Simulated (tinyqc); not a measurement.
Gas flow in a process chamber: flow regimes, conductance, effective pumping speed, pump-down, outgassing and purge: one step, computed by the program tinyqc.

Ideal gas, isothermal flow, a pump of constant speed at the end of a round pipe; process gas, volume gas and outgassing are given the same properties. 1 sccm = 101325 Pa x 1e-6 m^3/60 s x T/273.15 K.

Question. Purging a well-mixed chamber. With steady flow a contaminant decays as exp(-t/residence time); gas used = flow x time.

Inputs (values chosen for the exercise, modelled on water vapour near room temperature): temperature T = 350 K; process gas flow = 1700 sccm.

residence time = 6.587509 s

Give: time to dilute 1e3 times; time to dilute 1e6 times; gas used for 1e6.

Answer.

time to dilute 1e3 times = 45.505 s

time to dilute 1e6 times = 91.010 s

gas used for 1e6 = 2578.6 standard cm^3
